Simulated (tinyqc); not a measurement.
Comparisons within one model: six-band Luttinger-Kohn model with strain. A value that a table varies takes the place of the one given here.

Six-band Luttinger-Kohn model in the basis |3/2,3/2>, |3/2,1/2>, |3/2,-1/2>, |3/2,-3/2>, |1/2,1/2>, |1/2,-1/2>, electron energies, zero at the top of the unstrained valence band. H = -[rows: (P+Q, -S, R, 0, -S/r2, r2 R); (-S*, P-Q, 0, R, -r2 Q, r32 S); (R*, 0, P-Q, S, r32 S*, r2 Q); (0, R*, S*, P+Q, -r2 R*, -S*/r2); (-S*/r2, -r2 Q, r32 S, -r2 R, P+Dso, 0); (r2 R*, r32 S*, r2 Q, -S/r2, 0, P+Dso)], r2 = sqrt(2), r32 = sqrt(3/2). Levels are twofold.

P = c g1 k^2 - av tr(e); Q = c g2 (kx^2 + ky^2 - 2 kz^2) - (b/2)(exx + eyy - 2 ezz); R = c sqrt3 [-g2 (kx^2 - ky^2) + 2i g3 kx ky] + (sqrt3/2) b (exx - eyy) - i d exy; S = 2 c sqrt3 g3 (kx - i ky) kz - d (exz - i eyz); c = hbar^2/2m0, e the strain tensor (not engineering shear).

s11 = (C11 + C12)/((C11 - C12)(C11 + 2 C12)), s12 = -C12/((C11 - C12)(C11 + 2 C12)), s44 = 1/C44; exx = s11 sxx + s12 (syy + szz) and cyclic, exy = s44 sxy/2; tension is positive. A uniaxial stress X along the unit vector n is s_ij = X n_i n_j.

Constants: hbar^2/2m0 = 3.80998211 eV angstrom^2; kB = 8.617333262e-05 eV/K.

Values chosen for the exercise (near those of InP; not measured data): Dso = 0.106 eV (spin-orbit splitting); g1 = 5.12 (Luttinger gamma1); g2 = 1.59 (gamma2); g3 = 2.09 (gamma3); av = 0.59 eV (valence hydrostatic potential); b = -2.04 eV (tetragonal shear potential); d = -5.1 eV (trigonal shear potential); C11 = 103.7 GPa; C12 = 54.5 GPa; C44 = 44.3 GPa; load = uniaxial [111] (kind of stress); X1 = 0.5 GPa (size of the stress); T = 300 K (temperature); E_h = 5 meV (hole energy below the top); X = -2.36 GPa (stress).

## Sweep of a uniaxial [111] stress

Edges at k = 0 and curvature masses of the top pair along [110] and [001] (step 0.0002 1/angstrom); at zero stress the top is fourfold and has no single curvature.

Edges and masses:
```
X (GPa)  top (eV)  second (eV)  third (eV)  splitting (meV)  m [110]  m [001]
-3.00      0.1631      -0.1080     -0.1860            271.1    0.109    0.195
-2.00      0.1022      -0.0720     -0.1529            174.3    0.111    0.195
-1.00      0.0448      -0.0360     -0.1232             80.8    0.115    0.195
0.00       0.0000       0.0000     -0.1060              0.0        -        -
1.00       0.0360      -0.0074     -0.1263             43.4    0.330    0.195
2.00       0.0720       0.0154     -0.1767             56.6    0.330    0.195
3.00       0.1080       0.0465     -0.2356             61.5    0.330    0.195
```

The splitting reaches 271.1 meV under compression and 61.5 meV under the same tension; linear shear terms alone would make the two equal, and the difference comes from the coupling to the split-off band. At the ends of the sweep the top pair has a mass along [110] of 0.109 under compression and 0.330 under tension, so compression gives the lighter holes along [110]; along [001] it has 0.195 and 0.195. The top edge itself moves by +163 and +108 meV. The ends of the sweep mean strains up to 2.7 %, beyond the range of linear deformation potentials.

## Which stress helps holes along [110]

Each load has size X1 (biaxial: sxx = syy); masses are curvatures of the top pair at k = 0.

Results:
```
load                         splitting (meV)  top edge (meV)  m [110]  m [001]
uniaxial [110], compression             40.1            21.1    0.091    0.380
uniaxial [110], tension                 29.1            19.3    0.759    0.135
uniaxial [100], compression             47.9            25.8    0.157    0.376
uniaxial [100], tension                 32.4            22.1    0.231    0.149
uniaxial [111], compression             37.6            19.6    0.122    0.195
uniaxial [111], tension                 27.4            18.0    0.330    0.195
biaxial (001), compression              32.4            18.0    0.149    0.515
biaxial (001), tension                  47.9            30.0    0.376    0.100
```

The lightest mass along [110] (0.091) comes with uniaxial [110], compression. The largest splitting (47.9 meV) comes with uniaxial [100], compression; biaxial (001), tension. The heaviest mass along [001] (0.515), which lowers the confinement energy in a (001) channel, comes with biaxial (001), compression. The splitting per GPa follows b (s11 - s12) for loads along cube axes and d s44 for [111]: here 2 |b| (s11 - s12) = 82.9 and |d| s44/sqrt3 = 66.5 meV per GPa in the limit of large Dso; where the splitting nears Dso, mixing with the split-off band makes it depend on the sign of the load.

## Thermally averaged conductivity mass under uniaxial [111] stress

Non-degenerate holes: weights exp(E/kT) on a 16 x 16 x 16 grid of midpoints in the cube |k_i| < 0.2 1/angstrom; 1/m_c = <(dE/dk_u)^2>/(hbar^2 kT) along [110], over all six bands. With an unchanged scattering time the mobility goes as 1/m_c.

Averages:
```
X (GPa)  share of the top pair  m_c (m0)  gain m_c(0)/m_c
-3.00                    1.000     0.165            3.861
-1.00                    0.982     0.267            2.386
0.00                     0.904     0.638            1.000
1.00                     0.954     0.767            0.832
3.00                     0.973     0.721            0.885
```

The largest gain from mass alone is 3.86 at X = -3.00 GPa, where the top pair holds 100 % of the holes (90 % without stress); the opposite end of the sweep gives 0.88; the grid is good to about 0.02 in these ratios. The average reaches energies of a few kT, beyond the range of the edge curvature, and changes of scattering are left out. The ends of the sweep lie beyond the range of linear deformation potentials.

## Warping of the constant-energy contours (six-band Luttinger-Kohn model)

No strain (e = 0). In the plane kz = 0, |k| where the top and second pairs lie E_h below the top, against the angle from [100]; m = c k^2/E_h.

Contours:
```
angle (degrees)  k top (1/angstrom)  k second (1/angstrom)  m top (m0)  m second (m0)
0                            0.0260                 0.0127       0.515          0.122
9                            0.0266                 0.0126       0.538          0.121
18                           0.0282                 0.0125       0.606          0.118
27                           0.0306                 0.0123       0.713          0.115
36                           0.0330                 0.0122       0.829          0.113
45                           0.0341                 0.0121       0.884          0.112
```

The heavy contour reaches 1.309 times as far along [110] as along [100], the light one 0.958 times. The warping follows g3 - g2 = 0.50 and would vanish for g2 = g3. Along [100] the heavy mass is 1/(g1 - 2 g2) = 0.515 at any energy, while the light one is 0.1222, against 1/(g1 + 2 g2) = 0.1205 at the edge, for E_h/Dso = 0.05.

## What each parameter does

Edges at k = 0 under a uniaxial [111] stress X and the curvature mass of the top pair along [110] (step 0.0002 1/angstrom). Each row changes one parameter from the base and keeps the others.

Results:
```
case             top (eV)  second (eV)  third (eV)  mass (m0)
base               0.1239      -0.0850     -0.1646      0.110
Dso = 0.085 eV     0.1279      -0.0850     -0.1476      0.109
X = -2.832 GPa     0.1527      -0.1020     -0.1803      0.109
g3 = 1.672         0.1239      -0.0850     -0.1646      0.120
av = 0.708 eV      0.1226      -0.0863     -0.1659      0.110
C11 = 82.96 GPa    0.1232      -0.0857     -0.1653      0.110
C12 = 43.6 GPa     0.1232      -0.0857     -0.1653      0.110
C44 = 35.44 GPa    0.1616      -0.1046     -0.1827      0.109
```

The largest shifts from the base row, up to three for each result and ties (the steps differ in size, so this ranks the rows, not the parameters). top (eV): C44 +0.0377, X +0.0288, Dso +0.0040; unchanged at the printed digits by g3. second (eV): C44 -0.0196, X -0.0170, av -0.0013; unchanged at the printed digits by Dso and g3. third (eV): C44 -0.0181, Dso +0.0170, X -0.0157; unchanged at the printed digits by g3. mass (m0): g3 +0.011, C44 -0.001, Dso -0.001, X -0.001; unchanged at the printed digits by av, C11 and C12. The Luttinger parameters multiply k^2 and cannot move the edges; av shifts all edges alike and leaves the mass.

(tinyqc, `OMP_NUM_THREADS=1 python tinyqc.py 1051064 1051065 out.jsonl`, Intel(R) Xeon(R) Processor @ 2.30GHz, 1 thread, shared host, about 0.2 s.)
